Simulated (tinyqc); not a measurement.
Inside a calculation. Model: heat flow across a film from the phonon Boltzmann equation in the relaxation-time approximation. Computed by tinyqc, a small Python program that keeps every step. Command: `OMP_NUM_THREADS=1 python tinyqc.py 3028762 3028763 out.jsonl slabbte walk`. One thread of a shared host (Intel(R) Xeon(R) Processor @ 2.30GHz), about 0.02 s of CPU time with the checks. Intermediate numbers are printed to about 5 digits and carried at full precision; extremes and crossings named in words are read from the listed rows.

Two black walls, hot at x = 0 and cold at x = L, emit phonons isotropically. For one free path Lambda, with tau = x/Lambda, tau_L = L/Lambda and phi = (T - T_cold)/Delta T, energy balance gives phi(tau) = (1/2) [E2(tau) + int_0^tau_L phi(s) E1(|tau - s|) ds]; E_n are the exponential integrals. The flux over the ballistic flux C v Delta T/4 is psi = 1 - 2 int_0^tau_L phi(s) E2(s) ds, and kappa_eff/kappa = (3/4) tau_L psi. kappa = C v Lambda/3 is an input, so at fixed kappa a longer free path means a smaller C v.

Inputs (values chosen for the exercise, modelled on diamond): bulk conductivity kappa = 1950 W/(m K); film thickness L = 61 nm; wall temperature difference Delta T = 15 K; free path Lambda_1 = 350 nm; free path Lambda_2 = 5000 nm; share f_2 of kappa = 0.36; free path Lambda_3 = 16000 nm; share f_3 of kappa = 0.12; cells n in the small system = 6.

Free-path groups: three.

## The small linear system for Lambda_1

Cut the film into n equal cells with constant phi, collocated at the centres c_i: the kernel integrates to A_ij = |E2(|c_i - e_j|) - E2(|c_i - e_(j+1)|)|/2 for cell edges e_j, and A_ii = 1 - E2(half a cell); solve (1 - A) phi = E2(c)/2; psi = 1 - 2 sum_j phi_j [E3(e_j) - E3(e_(j+1))].

optical thickness tau_L = 0.17429

1 - A:
$$\begin{pmatrix}
0.93229 & -0.04409 & -0.03393 & -0.02836 & -0.02456 & -0.02170 \\
-0.04409 & 0.93229 & -0.04409 & -0.03393 & -0.02836 & -0.02456 \\
-0.03393 & -0.04409 & 0.93229 & -0.04409 & -0.03393 & -0.02836 \\
-0.02836 & -0.03393 & -0.04409 & 0.93229 & -0.04409 & -0.03393 \\
-0.02456 & -0.02836 & -0.03393 & -0.04409 & 0.93229 & -0.04409 \\
-0.02170 & -0.02456 & -0.02836 & -0.03393 & -0.04409 & 0.93229
\end{pmatrix}$$

right-hand side E2(c)/2: [0.46615, 0.42206, 0.38812, 0.35976, 0.33520, 0.31350]

flux weights E3(e_j) - E3(e_(j+1)): [0.027161, 0.024542, 0.022561, 0.020909, 0.019481, 0.018219]

## Temperature profile and flux in the small system

In short, (1 - A) phi = b and psi = 1 - 2 sum_j w_j phi_j, with b the right-hand side and w_j the flux weights; the cells divide 0 to tau_L.

phi at the cell centres: [0.58105, 0.54702, 0.51548, 0.48452, 0.45298, 0.41895]

psi, small system = 0.86515

## Fine solution for Lambda_1

Use 150 and 300 cells and extrapolate psi = (4 psi(300) - psi(150))/3. The jump at the hot wall is 1 - phi there (linear extrapolation from the first two of 300 cells). Two-flux (diffusion with slip) formula: psi = 1/(1 + 3 tau_L/4).

psi for Lambda_1 = 0.86507

kappa_eff/kappa for Lambda_1 = 0.11308

jump at the wall / Delta T for Lambda_1 = 0.39784

psi, two-flux formula = 0.88440

The small system misses psi by +0.01 % and the two-flux formula by +2.2 %. For Lambda_1 alone: Transport is nearly ballistic: most of Delta T drops at the two walls.

## Conductivity, flux and boundary resistance of the film

Each group is solved on its own with 150 and 300 cells, psi = (4 psi(300) - psi(150))/3, and weighted by its share of kappa (f_1 is what the others leave); exchange of energy between groups inside the film is left out. Flux J = kappa_eff Delta T/L; apparent boundary resistance per wall (L/kappa_eff - L/kappa)/2.

kappa_eff = 121.67 W/(m K)

kappa_eff/kappa = 0.062397

flux J = 29.920 GW/m^2

apparent resistance per wall = 0.23503 m^2 K/GW

## Exact and approximate size effects

Two-flux: kappa_eff/kappa = sum f_i/(1 + 4 Lambda_i/(3 L)). Matthiessen with the thickness: sum f_i/(1 + Lambda_i/L). Ballistic limit: sum f_i 3 L/(4 Lambda_i).

Kappa_eff/kappa:
```
L (nm)  Boltzmann  two-flux  Matthiessen  ballistic limit
10       0.011440  0.011505     0.015238         0.011739
35       0.037786  0.038356     0.050037         0.041087
88       0.085518  0.087683      0.11136          0.10330
210       0.16822   0.17354      0.21107          0.24652
520       0.29477   0.30296      0.34849          0.61043
1400      0.45178   0.45987      0.50441         1.643475
3500      0.59172   0.59967      0.64250           4.1087
8800      0.72565   0.73368      0.77226           10.330
```

The two-flux formula lies above the Boltzmann result by at most about 3.2 % (at L = 210 nm); the Matthiessen form is high by up to 33 %, since it misses the factor 3/4 of the ballistic limit. The thinnest film reaches 97 % of that limit, and the thickest, 25 Lambda_1, only 73 % of the bulk value: the long free paths keep the size effect alive far beyond Lambda_1.

Checks made by the program: symmetry phi(tau) + phi(tau_L - tau) = 1 (relative difference below 1e-10); thick-film limit psi = 1/(3 tau_L/4 + 1.0657) at tau_L = 20 (relative difference 2e-04).
